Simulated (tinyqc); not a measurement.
Thermodynamics of metal silicides: hull, first phase, silicon consumed, nucleation and stability against SiO2. Changing the silicon available t_Si. Computed by tinyqc, a small Python program. Command: `OMP_NUM_THREADS=1 python tinyqc.py 3031780 3031781 out.jsonl silphase sweep`. One thread of a shared host (Intel(R) Xeon(R) Processor @ 2.30GHz), about 0.01 s of CPU time with the checks.

Entropies of formation of the solids are neglected, so heats stand for free energies. Si fractions: M5Si3 0.3750, MSi 0.5000, MSi2 0.6667.

Inputs (values chosen for the exercise, of the order of those of titanium silicides for heats and volumes only):
```
quantity                    value          unit
heat of formation of M5Si3  -71.5  kJ/mol atoms
heat of formation of MSi    -65.9  kJ/mol atoms
heat of formation of MSi2   -45.8  kJ/mol atoms
molar volume of M           10.64      cm^3/mol
molar volume of Si          12.06      cm^3/mol
metal thickness t              39            nm
```

Phases: M5Si3, MSi, MSi2.

Method. A phase is stable if it lies below every straight line between a phase on its left and one on its right (M and Si at zero). Distance = its heat less the lowest such line, negative for a stable phase. Overall Si fraction x0 = (t_Si/V_Si)/(t_Si/V_Si + t/V_M). In equilibrium the two stable phases that bracket x0 share the atoms by the lever rule.

One run for each value:
```
silicon available t_Si (nm)  overall Si fraction x0  share of atoms in the Si-richer phase
11.7                                         0.2093                                 0.5581
32.2                                         0.4214                                 0.3715
52.7                                         0.5438                                 0.2630
73.1                                         0.6232                                 0.7390
93.6                                         0.6792                                 0.0377
114.0                                        0.7206                                 0.1618
135.0                                        0.7533                                 0.2600
155.0                                        0.7781                                 0.3343
176.0                                        0.7993                                 0.3978
```

What does the table show, and why?

Over the rows, overall Si fraction x0 rises from 0.209 to 0.799 (exponent d ln y / d ln x 0.69 between the first rows and 0.21 between the last); share of atoms in the Si-richer phase lies between 0.0377 and 0.739 without a single trend. The share restarts from zero each time x0 passes the composition of a stable phase.

Extremes, crossings and ranges named in words are read from the listed rows.
